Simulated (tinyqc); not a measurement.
Lorentz oscillators and the Kramers-Kronig relations: one step. The f-sum on the grid.

Constants: hbar^2/2m0 = 3.80998211 eV angstrom^2; e^2/(4 pi eps0) = 14.39964547 eV angstrom.

Parameters, chosen for this exercise (out of a larger set: line positions loosely like those of Ge; Lorentz tails absorb below the gap, where the real solid is clear; not measured data):
- h = 0.25 eV (grid step)
- M = 30 (grid points E_j = j h)
- S = (21.8, 49.1, 83.7) eV^2 (strengths)

eps2(E_j), j = 1 .. M: [0.243621, 0.514226, 0.848949, 1.314517, 2.062624, 3.544952, 7.737743, 26.530661, 20.615287, 10.874055, 12.633426, 17.666486, 18.204714, 13.518555, 10.941250, 12.541130, 20.518781, 29.554480, 19.013537, 9.528629, 5.357314, 3.396483, 2.345377, 1.719163, 1.315527, 1.039526, 0.842058, 0.695663, 0.583992, 0.496797]

Task: W(E_M) = (2/pi) h sum_j E_j eps2_j, with half weight on the last point; the full integral equals sum S_j = (hbar omega_p)^2, and the electron density follows from (hbar omega_p)^2 = 8 pi c (e^2/(4 pi eps0)) N with c = hbar^2/2m0.

Give: W(E_M); sum S; share reached on this grid (a step near the line widths can inflate it); hbar omega_p; N.

Result:

W(E_M) = 142.63 eV^2
sum S = 154.60 eV^2
share reached on this grid (a step near the line widths can inflate it) = 0.923
hbar omega_p = 12.434 eV
N = 1.12e+23 1/cm^3

Program tinyqc; command `OMP_NUM_THREADS=1 python tinyqc.py 1651553 1651554 out.jsonl`; about 0.2 s on one thread of a shared Intel(R) Xeon(R) Processor @ 2.30GHz.
